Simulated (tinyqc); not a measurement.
What each input does: carrier statistics of a doped semiconductor with parabolic bands.

Eg(T) = Eg0 - al T^2/(T + be); m_de = Mv^(2/3) (ml mt^2)^(1/3); m_dh = (mhh^(3/2) + mlh^(3/2))^(2/3); Nc and Nv from N = 2 (m kB T/(4 pi c))^(3/2) with c = hbar^2/2m0, in 1/angstrom^3; times 1e24 for 1/cm^3.

Energies are counted from Ev, so Ec = Eg. n = Nc F_1/2((EF - Eg)/kT), p = Nv F_1/2(-EF/kT), ND+ = ND/(1 + 2 exp((EF - Eg + ED)/kT)), NA- = NA/(1 + 4 exp((EA - EF)/kT)); neutrality asks p + ND+ = n + NA-. F_j(eta) = (1/Gamma(j + 1)) integral_0^infinity x^j dx/(1 + exp(x - eta)), which tends to exp(eta) for eta << 0.

Constants: hbar^2/2m0 = 3.80998211 eV angstrom^2; kB = 8.617333262e-05 eV/K.

Inputs chosen for the exercise (near those of InSb; not measured data): Eg0 = 0.2318 eV (gap at 0 K); al = 0.000313 eV/K (Varshni alpha); be = 175 K (Varshni beta); ml = 0.0127 m0 (longitudinal electron mass); mt = 0.0127 m0 (transverse electron mass); Mv = 1 (equivalent valleys); mhh = 0.455 m0 (heavy-hole mass); mlh = 0.0153 m0 (light-hole mass); ND = 5.5e+13 1/cm^3 (donors); NA = 8e+15 1/cm^3 (acceptors); ED = 0.00102 eV (donor level below Ec); EA = 0.0105 eV (acceptor level above Ev); T = 625 K.

Neutrality solved anew for each case. Each row changes one parameter from the base and keeps the others.

Results:

| case | EF (eV) | n (1/cm^3) | p (1/cm^3) |
|---|---|---|---|
| base | 0.2173 | 4.02e+17 | 4.09e+17 |
| T = 645 K | 0.2217 | 4.42e+17 | 4.50e+17 |
| ND = 2.75e+13 1/cm^3 | 0.2173 | 4.02e+17 | 4.09e+17 |
| NA = 4e+15 1/cm^3 | 0.2177 | 4.03e+17 | 4.07e+17 |
| Eg0 = 0.2818 eV | 0.2336 | 2.96e+17 | 3.03e+17 |
| mt = 0.0152 m0 | 0.2108 | 4.55e+17 | 4.62e+17 |
| mhh = 0.546 m0 | 0.2276 | 4.38e+17 | 4.45e+17 |
| EA = 0.0158 eV | 0.2173 | 4.02e+17 | 4.09e+17 |

The largest shifts from the base row, up to three for each result and ties (the steps differ in size, so this ranks the rows, not the parameters). EF (eV): Eg0 +0.0162, mhh +0.0102, mt -0.0066; unchanged at the printed digits by ND and EA. n (1/cm^3): Eg0 -1.06e+17, mt +5.28e+16, T +4.01e+16; unchanged at the printed digits by ND and EA. p (1/cm^3): Eg0 -1.06e+17, mt +5.28e+16, T +4.01e+16; unchanged at the printed digits by ND and EA.

(tinyqc, `OMP_NUM_THREADS=1 python tinyqc.py 1682088 1682089 out.jsonl`, Intel(R) Xeon(R) Processor @ 2.30GHz, 1 thread, shared host, about 0.01 s.)
